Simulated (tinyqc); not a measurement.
What each parameter does: sp3s* tight binding.

sp3s* tight binding, nearest neighbours only: anion (a) at 0, cation (c) at a/4 (1,1,1), orbitals s, px, py, pz, s* on each; k in units of 2 pi/a. With phases e_j = exp(i (pi/2) k.n_j) for n = (1,1,1), (1,-1,-1), (-1,1,-1), (-1,-1,1): g0 = (e1+e2+e3+e4)/4, g1 = (e1+e2-e3-e4)/4, g2 = (e1-e2+e3-e4)/4, g3 = (e1-e2-e3+e4)/4. The diagonal holds the levels Esa, Epa, Exa (s*) and Esc, Epc, Exc. Anion-cation block: <sa|sc> = Vss g0; <sa|xc> = Vsapc g1; <xa|sc> = -Vscpa g1; <xa|xc> = Vxx g0; <xa|yc> = <ya|xc> = Vxy g3, <xa|zc> = <za|xc> = Vxy g2, <ya|zc> = <za|yc> = Vxy g1; <s*a|xc> = Vxapc g1; <xa|s*c> = -Vpaxc g1; y and z take g2 and g3 in place of g1; s-s* and s*-s* vanish.

Parameters, chosen for this exercise (near a published set for AlAs, fitted to gaps, whose masses and valley positions are rough; the results hold for these values, not for the real material): Esa = -7.512 eV (s level of the anion); Epa = 0.985 eV (p level of the anion); Esc = -1.165 eV (s level of the cation); Epc = 3.588 eV (p level of the cation); Exa = 7.478 eV (s* level of the anion); Exc = 6.746 eV (s* level of the cation); Vss = -6.644 eV (s-s); Vxx = 1.881 eV (px-px); Vxy = 4.284 eV (px-py); Vsapc = 5.116 eV (s anion, p cation); Vscpa = 5.503 eV (s cation, p anion); Vxapc = 4.518 eV (s* anion, p cation); Vpaxc = 4.996 eV (p anion, s* cation).

Gaps from the top of the valence band at Gamma; Delta is the minimum on (x,0,0), 0.5 <= x <= 1.

One parameter was then changed.

Results before and after:

| case | Ev (eV) | gap Gamma (eV) | gap Delta (eV) | gap L (eV) |
|---|---|---|---|---|
| base | -0.0009 | 3.0254 | 2.2765 | 2.6855 |
| changed | -0.0009 | 2.8454 | 2.2834 | 2.6364 |

Which of these changes was made? (a) Vsapc = 5.316 eV; (b) Vpaxc = 5.196 eV; (c) Vss = -6.444 eV; (d) Epa = 1.285 eV; (e) Esa = -7.812 eV; (f) Vxy = 3.984 eV.

Answer: (c) Vss = -6.444 eV. Of the candidates, run in turn, only this one gives the changed row.

All candidates:

| case | Ev (eV) | gap Gamma (eV) | gap Delta (eV) | gap L (eV) |
|---|---|---|---|---|
| base | -0.0009 | 3.0254 | 2.2765 | 2.6855 |
| Vss = -6.444 eV | -0.0009 | 2.8454 | 2.2834 | 2.6364 |
| Vxy = 3.984 eV | -0.0009 | 3.0254 | 2.2765 | 2.7450 |
| Vpaxc = 5.196 eV | -0.0009 | 3.0254 | 2.2454 | 2.6673 |
| Epa = 1.285 eV | 0.2310 | 2.7935 | 2.0606 | 2.4664 |
| Vsapc = 5.316 eV | -0.0009 | 3.0254 | 2.3422 | 2.7489 |
| Esa = -7.812 eV | -0.0009 | 2.9413 | 2.2508 | 2.6375 |

Vxy, Vpaxc and Vsapc cannot move Ev or the gap at Gamma, whose blocks do not hold them; s parameters never move Ev, and move the gap only where the lowest empty level at Gamma is s-like.

tinyqc: `OMP_NUM_THREADS=1 python tinyqc.py 1450099 1450100 out.jsonl`; about 0.07 s, one thread, shared Intel(R) Xeon(R) Processor @ 2.30GHz.
